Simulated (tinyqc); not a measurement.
# Changing the displacement dQ

Model: configuration-coordinate model of a defect: Huang-Rhys factor and luminescence line shape. Computed by tinyqc, a small Python program. Command: `OMP_NUM_THREADS=1 python tinyqc.py 3002696 3002697 out.jsonl ccline sweep`. One thread of a shared host (Intel(R) Xeon(R) Processor @ 2.30GHz), about 0.04 s of CPU time with the checks.

Ground state E_g(Q) = (1/2) omega_g^2 Q^2; excited state E_e(Q) = E_0 + (1/2) omega_e^2 (Q - dQ)^2 with omega_e = omega_g and E_0 = E_ZPL. Q is mass-weighted; the dipole does not depend on Q (Condon approximation).

Inputs (values chosen for the exercise, for a model defect in a wide-gap host):

| quantity | value | unit |
|---|---|---|
| zero-phonon energy E_ZPL | 4.19 | eV |
| ground-state phonon hbar omega_g | 127 | meV |
| temperature T | 4 | K |
| refractive index n_r | 2.23 | - |
| transition dipole mu | 1.2 | e angstrom |
| quenching prefactor nu_0 | 2e+12 | 1/s |

Modes: equal frequencies in both states.

Constants: hbar^2/u = 4.18015928e-03 eV angstrom^2; k_B = 8.617333262e-05 eV/K; hbar = 6.582119569e-16 eV s; e = 1.602176634e-19 C; eps_0 = 8.8541878128e-12 F/m; hbar = 1.054571817e-34 J s; c = 299792458 m/s.

Method:
- S = hbar omega dQ^2/(2 hbar^2/u) for each state; relaxation energy S hbar omega; absorption at E_0 + S_e hbar omega_e, emission at E_0 - S_g hbar omega_g; the Stokes shift is their difference.
- Overlaps <m_e|n_g> of harmonic-oscillator functions (Hermite recursion, positive leading coefficients) by a sum over an even grid (700 points from x = -9 to 9 + d for the small table, 1500 points from -16 to 16 + d for the thermal sums), with x = Q sqrt(omega_g/hbar), d = sqrt(2 S_g) and frequency ratio omega_e/omega_g.
- Initial levels m = 0..24 carry Boltzmann weights exp(-m hbar omega_e/k_B T), normalised; final levels n = 0..79; a line lies at E_ZPL + m hbar omega_e - n hbar omega_g with weight w_m <m|n>^2. Moments are taken over these weights without the E^3 factor; FWHM = 2 sqrt(2 ln 2) x standard deviation; the zero-phonon weight is the sum of w_m <m|m>^2.
- The curves cross at the root Q_c nearest dQ; the barrier is (1/2) omega_e^2 (Q_c - dQ)^2, with (1/2) omega^2 = (hbar omega)^2/(2 hbar^2/u). k_r = n_r omega^3 mu^2/(3 pi eps_0 hbar c^3) at the vertical emission energy, without local-field correction; k_nr = nu_0 exp(-barrier/k_B T) (Mott-Seitz); yield = k_r/(k_r + k_nr); T_1/2 = barrier/(k_B ln(nu_0/k_r)).

One run for each value:

| displacement dQ (u^(1/2) angstrom) | S_g | zero-phonon weight | FWHM from the second moment (eV) | vertical emission energy (eV) | classical barrier (eV) | quenching temperature T_1/2 (K) |
|---|---|---|---|---|---|---|
| 0.13 | 0.257 | 7.736e-01 | 0.1515 | 4.157 | 132.5 | 1.989e+05 |
| 0.16 | 0.389 | 6.778e-01 | 0.1865 | 4.141 | 86.8 | 1.300e+05 |
| 0.20 | 0.608 | 5.446e-01 | 0.2331 | 4.113 | 54.8 | 8.189e+04 |
| 0.24 | 0.875 | 4.169e-01 | 0.2797 | 4.079 | 37.4 | 5.575e+04 |
| 0.29 | 1.278 | 2.787e-01 | 0.3380 | 4.028 | 25.0 | 3.705e+04 |
| 0.35 | 1.861 | 1.555e-01 | 0.4080 | 3.954 | 16.5 | 2.434e+04 |
| 0.43 | 2.809 | 6.028e-02 | 0.5012 | 3.833 | 10.3 | 1.498e+04 |
| 0.52 | 4.108 | 1.645e-02 | 0.6061 | 3.668 | 6.4 | 9.229e+03 |
| 0.64 | 6.222 | 1.985e-03 | 0.7460 | 3.400 | 3.7 | 5.090e+03 |

Describe and explain the trends.

Over the rows, S_g rises from 0.257 to 6.22 (exponent d ln y / d ln x about 2.0 throughout); zero-phonon weight falls from 0.774 to 0.00198 (exponent d ln y / d ln x -0.64 between the first rows and -10 between the last); FWHM from the second moment (eV) rises from 0.152 to 0.746 (exponent d ln y / d ln x about 1.0 throughout). The exponent of S_g stays at 2: S goes as dQ^2. The exponent of FWHM from the second moment stays at 1: the width goes as sqrt(S). A larger displacement widens and lowers the band and brings the crossing down, so strongly coupled centres quench first.

Caution (rows 0.130, 0.160, 0.200, 0.240, 0.290, 0.350, 0.430): for small S the spectrum is a set of resolved lines, and a Gaussian width has little meaning. Caution (rows 0.130, 0.160, 0.200, 0.240, 0.290, 0.350, 0.430, 0.520): the curves cross far outside the range of the harmonic model, so the barrier and T_1/2 have no quantitative meaning.

Extremes, crossings and ranges named in words are read from the listed rows.
